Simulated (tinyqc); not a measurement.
Defect equilibria of an oxide against oxygen pressure (mass action): one step, computed by the program tinyqc.

Defects: oxygen vacancies V (charge +2), electrons n, holes p, the ionic partner X = V_M'' (charge -2), and the dopant. Activities are taken equal to concentrations.

Problem. Conductivities. sigma_n = e n mu_n, sigma_p = e p mu_p, sigma_ion = 2 e [V] mu_V with mu_V = 2 e D/(k_B T) and D = D_0 exp(-E_m/k_B T); only the oxygen vacancies carry ionic current, and the ionic transport number is sigma_ion over the total.

Inputs (values chosen for the exercise, for a model oxide):
```
quantity                          value        unit
temperature T                       800           K
electron mobility mu_n             0.48  cm^2/(V s)
hole mobility mu_p                 0.26  cm^2/(V s)
vacancy diffusion prefactor D_0  0.0035      cm^2/s
vacancy migration energy E_m          1          eV
```

Ionic disorder: Schottky, oxide MO. Dopant (singly charged, fully ionised): donor.

n = 6.699985e+19 cm^-3

[V] = 2.335311e+07 cm^-3

p = 17443.28 cm^-3

Constants: k_B = 8.617333262e-05 eV/K; e = 1.602176634e-19 C.

Give: sigma_n; sigma_p; sigma_ion; total conductivity; ionic transport number.

Solution.

sigma_n = 5.1526 S/cm

sigma_p = 7.2663e-16 S/cm

sigma_ion = 3.8106e-19 S/cm

total conductivity = 5.1526 S/cm

ionic transport number = 7.3956e-20

The conductor is mainly n-type electronic here. Caution: X far outnumbers the oxygen vacancies, so the ionic conductivity given leaves out the majority ionic defect.
